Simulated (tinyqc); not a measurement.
Long runs: velocity against field: Monte Carlo simulation of one carrier in a uniform electric field. Computed by tinyqc, a small Python program. Command: `OMP_NUM_THREADS=1 python tinyqc.py 3009420 3009421 out.jsonl mcfl walk`. One thread of a shared host (Intel(R) Xeon(R) Processor @ 2.30GHz), about 1 s of CPU time with the checks.

The force e F acts along +z. Flights end at the constant total rate Gamma; the part of Gamma that the real rates do not fill is self-scattering, which leaves k unchanged. One valley, no impurities; equivalent final valleys enter only through Z_f in the optical rate.

Inputs (values chosen for the exercise, modelled on electrons in silicon):
```
quantity,value,unit
effective mass m,0.322,m_0
non-parabolicity alpha,0.5,1/eV
density rho,2329,kg/m^3
sound velocity v_l,9100,m/s
acoustic deformation potential D_A,9.6,eV
phonon energy hbar w,60.2,meV
optical or intervalley deformation potential D_o,5.2,1e8 eV/cm
final valleys Z_f,5,-
lattice temperature T,150,K
electric field F,14,kV/cm
energy E_max up to which Gamma must cover the rates,0.6,eV
seed of the random numbers,31042,-
```

Crystal: non-polar. Band: Kane.

Constants: k_B = 1.380649e-23 J/K; e = 1.602176634e-19 C; hbar = 1.054571817e-34 J s; m_0 = 9.1093837015e-31 kg; hbar = 6.582119569e-16 eV s; k_B = 8.617333262e-05 eV/K.

Method:
- Kane band: hbar^2 k^2/(2 m) = E (1 + alpha E), speed v = hbar k/(m (1 + 2 alpha E)), states per spin, volume and energy g(E) = m k (1 + 2 alpha E)/(2 pi^2 hbar^2); overlap factors are set to 1. Masses are multiplied by m_0 and all formulas are in SI units.
- Phonon occupation N_q = 1/(exp(hbar w/(k_B T)) - 1).
- Acoustic deformation potential (elastic, equipartition, absorption and emission together): 1/tau = 2 pi k_B T D_A^2 g(E)/(hbar rho v_l^2).
- Optical or intervalley deformation potential: 1/tau = (pi Z_f D_o^2/(rho w)) [N_q g(E + hbar w) + (N_q + 1) g(E - hbar w)], with g = 0 below the band edge.
- Gamma is 1.05 times the largest total rate on the grid E = (j + 1/2) E_max/400, j = 0..399.
- On the grid E_j = (j + 1/2) hbar w/12 up to 20 k_B T + 2 hbar w, solve (sum of rates) l(E) = v(E); mu_0 = e sum g v l exp(-E/k_B T)/(3 k_B T sum g exp(-E/k_B T)).
- Flight: t = -ln(r1)/Gamma; k_z grows by e F t/hbar; E follows from the band; dz = (E_end - E_start)/(e F).
- Choice: with cumulative rates in the order acoustic, absorption, emission, the process is the first whose sum exceeds r2 Gamma; if none, self-scattering.
- Final state: E' = E, E + hbar w or E - hbar w gives k'. Isotropic processes: cos(theta) = 1 - 2 r3 from the z axis, phi = 2 pi r4, k' (sin theta cos phi, sin theta sin phi, cos theta).
- Each row: 250 carriers from a thermal start, 1600 flights each, the first half discarded, random numbers not printed; the error is the standard error over ten groups; the mean energy is taken at the ends of flights, which sample time evenly. Fields at which more than 0.02 % of the events exceed Gamma are left out.

Gamma = 35.8579 1e12/s

low-field mobility mu_0 = 5185.02 cm^2/(V s)

Monte Carlo results:
```
F (kV/cm),drift velocity (1e5 m/s),error (1e5 m/s),mu_0 F (1e5 m/s),mean energy (meV),real events (%)
3.5,0.693,0.0068,1.815,38.7,4.68
7.0,0.892,0.0090,3.630,51.8,7.06
14.0,1.040,0.0050,7.259,77.3,12.00
28.0,1.130,0.0064,14.518,136.0,22.30
```

What follows from these numbers?

At the lowest field the drift velocity is 0.38 +/- 0.00 of the ohmic value mu_0 F, at the highest 0.08 +/- 0.00. The mean energy goes from 39 to 136 meV against the parabolic-band thermal value 3 k_B T/2 = 19 meV: the carriers heat, more of them reach the emission threshold, where they lose momentum, and the curve bends below the ohmic line. Only 5 to 22 % of the events are real; the rest is the price of a constant Gamma. Where hbar w is several k_B T, energy relaxes slowly and the low-field energies may still be drifting.

Extremes, crossings and ranges named in words are read from the listed rows.
